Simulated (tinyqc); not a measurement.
Short-channel transistor, virtual-source model with series resistance: two steps of the calculation.

The current per gate width is the charge at the top of the source barrier (the virtual source) times its velocity times a saturation function; al and be are fitting constants of the model. Units: I in uA/um, Rs in ohm um, so I Rs = 1e-6 I Rs in volts; Q in uC/cm^2, so I = 1e-4 Q vx0 Fsat with vx0 in cm/s.

Values chosen for this exercise: temperature T = 350 K; inversion capacitance Cinv = 3.81 uF/cm^2; velocity at the virtual source vx0 = 2.33e7 cm/s; apparent mobility mu = 260 cm^2/(V s); channel length L = 32 nm; threshold at zero drain voltage VT0 = 0.322 V; drain-induced barrier lowering dl = 0.187 V/V; subthreshold factor n0 = 1.07; growth of n with drain voltage nd = 0 1/V; threshold shift (in units of Vt) from weak to strong inversion al = 3.5; sharpness of saturation be = 2; series resistance of each contact Rs = 50 ohm um; gate voltage Vgs = 0.5 V; drain voltage Vds = 0.5 V.

Constants: q = 1.602176634e-19 C, kB = 1.380649e-23 J/K, Vt = kB T/q. Results are converted to the units shown.

Question 1. Current through the series resistance. Intrinsic voltages Vg' = Vgs - I Rs, Vd' = Vds - 2 I Rs. n = n0 + nd Vd', VT = VT0 - dl Vd', Ff = 1/(1 + exp((Vg' - VT + al Vt/2)/(al Vt))), Q = Cinv n Vt ln(1 + exp((Vg' - VT + al Vt Ff)/(n Vt))), Vdsat = (vx0 L/mu)(1 - Ff) + Vt Ff, Fsat = u/(1 + u^be)^(1/be) with u = Vd'/Vdsat, and I(out) = Q vx0 Fsat per width. (Fsat takes the sign of u.) I(new) = I(out).

I after iteration 2 = 947.72125 uA/um

Give: Vg'; Vd'; VT; Ff; Q; Vdsat; Fsat; I(out); I after iteration 3.

Answer 1.

Vg' = 0.4526 V
Vd' = 0.4052 V
VT = 0.2462 V
Ff = 0.07906
Q = 0.8183 uC/cm^2
Vdsat = 0.2665 V
Fsat = 0.8355
I(out) = 1593 uA/um
I after iteration 3 = 1593 uA/um

Question 2. What the series resistance costs. n = n0 + nd Vd', VT = VT0 - dl Vd', Ff = 1/(1 + exp((Vg' - VT + al Vt/2)/(al Vt))), Q = Cinv n Vt ln(1 + exp((Vg' - VT + al Vt Ff)/(n Vt))), Vdsat = (vx0 L/mu)(1 - Ff) + Vt Ff, Fsat = u/(1 + u^be)^(1/be) with u = Vd'/Vdsat, and I = Q vx0 Fsat per width. I0 is the current for Rs = 0. Effective velocity I/Q; transit time L Q/I.

converged I = 1361.5644 uA/um
I0 = 2147.5128 uA/um

Give: loss against I0; effective velocity; transit time.

Answer 2.

loss against I0 = 36.598 %
effective velocity = 1.8936e7 cm/s
transit time = 0.16899 ps

The carriers leave the virtual source at 81.3 % of vx0.

Computed by the program tinyqc: `OMP_NUM_THREADS=1 python tinyqc.py 2380174 2380175 out.jsonl`, one thread of a shared Intel Xeon 2.30GHz, about 0.02 s for the whole run.
